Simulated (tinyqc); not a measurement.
Strain: hole subbands of a hard-walled well, four-band Luttinger model.

Hole energies are counted downwards from the unstrained band edge, c = hbar^2/2m0. After the usual block transformation one block is H = [[P + Q - Zs, R - i S], [R + i S, P - Q + Zs]] in (heavy, light), with P +/- Q = c [(g1 +/- g2) k^2 + (g1 -/+ 2 g2) kz^2], R = sqrt(3) c gR k^2, S = 2 sqrt(3) c g3 k kz, kz = -i d/dz; axial approximation gR = (g2 + g3)/2. Zs = b (e_par - e_perp) is the shear part of the strain (the hydrostatic part shifts all levels alike and is left out). Basis sqrt(2/L) sin(n pi z/L), n = 1 to N, for each component: kz^2 gives (n pi/L)^2 and the heavy-light block is R delta_nm - 2 sqrt(3) c g3 k D_nm with D_nm = 4 n m/(L (n^2 - m^2)) for n + m odd, 0 otherwise. The other block has the same levels. The split-off band is left out.

Constants: hbar^2/2m0 = 3.80998211 eV angstrom^2.

Inputs chosen for the exercise (near those of GaAs; the results hold for these values, not for the real material):
```
symbol  value                                                   unit      meaning
g1      7                                                                 Luttinger gamma1
g2      2.07                                                              gamma2
g3      2.9                                                               gamma3
L       190                                                     angstrom  well width along [001]
Zlist   (-0.0154, -0.0118, -0.005, -0.0025, 0, 0.0044, 0.0151)  eV        shear strain energies (negative: tension in the plane, for b < 0)
```

N = 20. dE is the rise of the top subband from k = 0 to k1 = pi/(4L), m1 = c k1^2/dE (dash if dE is not positive), and the heavy weight is taken at k = pi/L.

Top subband:
```
Zs (eV)  HH1 (meV)  LH1 (meV)  dE (meV)  heavy weight  m1 (m0)
-0.0154       18.4       -3.8     0.145         0.079    0.450
-0.0118       14.8       -0.2     0.095         0.115    0.682
-0.0050        8.0        6.6    -0.189         0.282        -
-0.0025        5.5        9.1     0.428         0.408    0.152
0.0000         3.0       11.6     0.460         0.576    0.142
0.0044        -1.4       16.0     0.485         0.831    0.134
0.0151       -12.1       26.7     0.516         0.962    0.126
```

HH1 and LH1 cross at Zs = -2 c g2 (pi/L)^2 = -0.0043 eV; for more negative Zs the light hole is on top. Among the rows with HH1 on top, m1 goes from 0.152 to 0.126 m0 as the splitting widens from 4 to 39 meV, against the unmixed 1/(g1 + g2) = 0.110: compression lightens the holes here. A dash marks a top subband whose hole energy at k1 lies below that at k = 0: an electron-like (negative) mass. m1 describes the neighbourhood of k = 0 only; where HH1 and LH1 lie close, the band may peak further out.

tinyqc: `OMP_NUM_THREADS=1 python tinyqc.py 1250011 1250012 out.jsonl`; about 0.1 s, one thread, shared Intel(R) Xeon(R) Processor @ 2.30GHz.
